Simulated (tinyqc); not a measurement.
Ionisation ratio from the excess noise.

Problem. In the local model of an avalanche photodiode F = k M + (1 - k)(2 - 1/M), k the ratio of the ionisation coefficient of the other carrier to that of the injected one. Find k and F at twice the gain.

M = 32
excess noise factor F = 16.383750

Solution. F is linear in k: k = (F - 2 + 1/M)/(M - 2 + 1/M).

k = 0.4800
F at 2 M = 31.75

Computed by the program tinyqc: `OMP_NUM_THREADS=1 python tinyqc.py 2120134 2120135 out.jsonl`, one thread of a shared Intel Xeon 2.30GHz, about 0.1 s for the whole run.
